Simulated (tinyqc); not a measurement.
# Floating body of a partially depleted SOI transistor: body voltage and kink: what changes with what

Source at 0 V. Channel current Ic = 2 nf K Vt^2 [F(0) - F(Vd)](1 + la Vd), F(V) = ln^2(1 + exp((Vg - VT - nf V)/(2 nf Vt))), VT = VT0 - gb Vb. Saturation voltage Vs = 2 Vt sqrt(F(0)) + 3 Vt, excess Ve = (Vd - Vs + sqrt((Vd - Vs)^2 + 0.0004 V^2))/2, multiplication M1 = Ai Ve exp(-Bl/Ve). Each junction passes D(v) = J1 (exp(v/Vt) - 1) + J2 (exp(v/(2 Vt)) - 1). Bipolar current Ib = bb J1 (exp(Vb/Vt) - 1). The body settles where M1 (Ic + Ib) = D(Vb) + D(Vb - Vd) + Vb/Rb; drain current Id = (1 + M1)(Ic + Ib) - D(Vb - Vd).

Inputs (values chosen for the exercise); values of the order met in partially depleted silicon-on-insulator transistors:
- T = 300 K (temperature)
- VT0 = 0.4 V (threshold at zero body voltage)
- gb = 0.16 (fall of the threshold per volt of body voltage)
- nf = 1.4 (slope factor)
- K = 400 uA/(V^2 um) (gain factor per width)
- la = 0.02 1/V (channel-length modulation factor)
- Ai = 3.95 1/V (impact-ionisation prefactor)
- Bl = 5.6 V (impact-ionisation voltage)
- J1 = 7.4e-12 uA/um (diffusion saturation current of each junction)
- J2 = 2.2e-9 uA/um (recombination saturation current of each junction)
- bb = 0 (gain of the lateral bipolar transistor on the diffusion current)
- Rb = 1e9 kohm um (resistance of a weak body tie to the source (1e9 stands for no tie, and the term is then dropped))
- Vg = 0.96 V (gate voltage)
- Vd = 1.6 V (drain voltage)

Constants: q = 1.602176634e-19 C, kB = 1.380649e-23 J/K, Vt = kB T/q. Results are converted to the units shown.

Each table varies one quantity; the others keep the values above.

## Output curve and kink

Rows with more than one solution for Vb (latch) are left out; dId/dVd by a forward difference over 1e-4 V, swing = 1e-4 V over the change of log10 Id; M1 under 1e-12 is printed as 0.

Output curve and kink:

| Vd (V) | Vb (V) | M1 | Id, floating (uA/um) | Id, grounded (uA/um) | ratio | dId/dVd, floating (uS/um) | dId/dVd, grounded (uS/um) |
|---|---|---|---|---|---|---|---|
| 1 | 0.4740 | 1.191e-5 | 58.92 | 45.70 | 1.289 | 21.29 | 0.9431 |
| 1.2 | 0.5735 | 5.160e-4 | 62.18 | 45.94 | 1.354 | 12.80 | 1.580 |
| 1.4 | 0.6312 | 0.004639 | 64.46 | 46.45 | 1.388 | 10.96 | 3.876 |
| 1.6 | 0.6690 | 0.01955 | 66.88 | 47.64 | 1.404 | 13.97 | 8.377 |
| 1.8 | 0.6958 | 0.05426 | 70.32 | 49.93 | 1.408 | 21.03 | 14.87 |
| 2 | 0.7160 | 0.1167 | 75.49 | 53.68 | 1.406 | 31.11 | 22.79 |
| 2.2 | 0.7317 | 0.2124 | 82.90 | 59.10 | 1.403 | 43.18 | 31.56 |

Read the table: what changes, and by how much?

Vb rises from 0.474 to 0.732 V and the ratio of the currents goes from 1.29 through a maximum of 1.41 (at Vd = 1.8 V among the rows listed) to 1.40. The output conductance with a floating body exceeds the grounded value by the largest factor among the rows, 22.6, at Vd = 1 V, where Vb = 0.474 V and M1 = 1.19e-5.

## Transfer curve and swing

Same model as above.

Transfer curve and swing:

| Vg (V) | Vb (V) | M1 | Id, floating (uA/um) | Id, grounded (uA/um) | ratio | swing, floating (mV/decade) | swing, grounded (mV/decade) |
|---|---|---|---|---|---|---|---|
| -0.05 | 0.3052 | 0.1519 | 1.361e-5 | 3.540e-6 | 3.846 | 71.28 | 83.47 |
| 0.05 | 0.3990 | 0.1515 | 3.215e-4 | 5.572e-5 | 5.769 | 74.05 | 83.68 |
| 0.15 | 0.4802 | 0.1499 | 0.006796 | 8.622e-4 | 7.882 | 77.52 | 84.67 |
| 0.25 | 0.5520 | 0.1435 | 0.1115 | 0.01248 | 8.931 | 90.07 | 88.49 |
| 0.35 | 0.6061 | 0.1275 | 0.9959 | 0.1456 | 6.838 | 128.4 | 101.8 |
| 0.45 | 0.6386 | 0.1042 | 4.194 | 1.048 | 4.004 | 203.7 | 138.7 |
| 0.55 | 0.6563 | 0.08069 | 10.53 | 4.096 | 2.572 | 306.8 | 209.6 |
| 0.65 | 0.6658 | 0.06036 | 19.93 | 10.15 | 1.964 | 422.9 | 307.7 |
| 0.75 | 0.6703 | 0.04370 | 32.19 | 19.23 | 1.673 | 543.1 | 419.8 |

Vb rises from 0.305 to 0.670 V. The smallest swing among the rows is 71.3 mV a decade with a floating body (at Vg = -0.05 V) and 83.5 with a grounded one; Vt ln 10 = 59.5. The floating swing is smaller by more than 3 % for Vg = -0.05, 0.05, 0.15 V, where the rising Vb lowers the threshold as Vg rises. In the first row the floating body raises the current by a factor of 3.85.

Range of the model: The multiplication law is an empirical form chosen for the exercise; self-heating and capacitive coupling to the body are left out, and the linear laws are rough once Vb passes about 0.7 V or M1 about 0.1.

Numbers from tinyqc (`OMP_NUM_THREADS=1 python tinyqc.py 2182192 2182193 out.jsonl`; about 0.2 s on one thread of a shared Intel Xeon 2.30GHz).
